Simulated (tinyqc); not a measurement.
bcc against fcc: Finnis-Sinclair potential for a bcc metal: fit to cohesion and elasticity, then vacancy, surfaces and structure. Computed by tinyqc, a small Python program. Command: `OMP_NUM_THREADS=1 python tinyqc.py 3114376 3114377 out.jsonl fsfit walk`. One thread of a shared host (Intel(R) Xeon(R) Processor @ 2.30GHz), about 0.01 s of CPU time with the checks.

E = (1/2) sum V(r) - A sqrt(rho), rho = sum phi(r), phi = (r - d)^2 for r < d, V = (r - c)^2 (c0 + c1 r + c2 r^2) for r < c. In bcc the 8 first neighbours lie at sqrt(3) a/2 and the 6 second at a; both cut-offs lie below the third shell; Omega = a^3/2; E is per atom and z the number of atoms in a shell. The four constants A, c0, c1, c2 are fitted to E_c, zero pressure, B and C12 - C44 alone, so C44 and C11 - C12 are not matched singly; defects are unrelaxed.

Inputs (values chosen for the exercise, modelled on niobium):
```
quantity             value      unit
lattice constant a     3.3  angstrom
cohesive energy E_c   7.54        eV
target C11             250       GPa
target C12             132       GPa
target C44            28.3       GPa
density cut-off d/a  1.199         -
pair cut-off c/a     1.252         -
```

Constants: 1 eV/angstrom^3 = 160.2176634 GPa.

Method:
- rho = sum z phi, rho1 = sum z r phi', rho2 = sum z r^2 phi''. At zero pressure the effective pair part V + 2 F' phi obeys C12 = C44, so C12 - C44 = F'' (rho1/3)^2/Omega with F'' = A/(4 rho^(3/2)); this gives A.
- With v_k = (r - c)^2 r^k the rows are (1/2) sum z v_k, (1/2) sum z r v_k' and (1/2) sum z r^2 v_k''. With rho1 = sum z r phi' and rho2 = sum z r^2 phi'' the right-hand sides are: -E_c + A sqrt(rho) (cohesion); A rho1/(2 sqrt(rho)) (zero pressure); 9 B Omega + A [rho2/(2 sqrt(rho)) - rho1^2/(4 rho^(3/2))] with B = (C11 + 2 C12)/3.
- Solve the three equations.
- E of each lattice against the volume per atom, as a multiple of Omega; all neighbours inside the cut-offs are summed.

c0, c1, c2 (eV/angstrom^2, eV/angstrom^3, eV/angstrom^4): -1.25366  1.81891  -0.42581

A = 3.08626 eV/angstrom

Energies (eV/atom):
```
V/Omega      bcc      fcc  fcc less bcc (meV)
0.80     -7.1026  -6.9135              189.09
0.84     -7.2669  -7.0358              231.14
0.88     -7.3902  -7.1426              247.65
0.92     -7.4751  -7.2278              247.31
0.96     -7.5242  -7.2951              229.13
1.00     -7.5400  -7.3479              192.07
1.05     -7.5168  -7.3785              138.30
1.10     -7.4504  -7.3687               81.64
1.20     -7.2063  -7.2395              -33.16
```

What does the comparison show, and why?

The lowest fcc row, at V/Omega = 1.05, lies +162 meV from the bcc minimum: the fit keeps bcc stable, though nothing in it asked for that.

Extremes, crossings and ranges named in words are read from the listed rows.
